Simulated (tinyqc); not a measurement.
A discretised effective-mass wire between two leads, recursive Green functions: two steps of the calculation.

Finite differences on a grid of step a give a chain with hopping -t, t = C/(m a^2), C = hbar^2/(2 m0), and site energies 2 t + U_i for the N = 5 sites of the device; the semi-infinite leads have site energy 2 t. Each slice is one site, and V = -t couples neighbouring slices.

Inputs (values chosen for the exercise): effective mass m = 0.25 m0; grid step a = 0.15 nm; energy above the band bottom of the leads E = 2.929 eV.

Constants: q = 1.602176634e-19 C, hbar = 1.054571817e-34 J s, h = 6.62607015e-34 J s, m0 = 9.1093837015e-31 kg, hbar^2/(2 m0) = 0.0380998212 eV nm^2. Results are converted to the units shown.

Task 1. Self-energy of the leads. Sigma = t^2 g(E - 2 t), g(x) = (x - i sqrt(4 t^2 - x^2))/(2 t^2) for |x| < 2 t and (x - sign(x) sqrt(x^2 - 4 t^2))/(2 t^2) otherwise; Gamma = i (Sigma - Sigma^dagger); both leads give the same.

Give: t; Sigma; Gamma; open modes.

Result 1.

t = 6.7733 eV
Sigma = -5.3088-4.2065i eV
Gamma = 8.4129 eV
open modes = 1

Task 2. Transmission. T(E) = Tr[Gamma G_(N,1) Gamma G_(N,1)^dagger]. Conductance (2 q^2/h) T(E).

G_(N,1) = 0.089239420+0.029245129i 1/eV
Gamma = 8.4129044 eV

Find: T(E); conductance.

Result 2.

T(E) = 0.62418
conductance = 48.362 uS

Inverting the whole matrix gives the same value.

Program tinyqc, `OMP_NUM_THREADS=1 python tinyqc.py 2660121 2660122 out.jsonl`; Intel Xeon 2.30GHz, shared host, one thread, about 0.02 s.
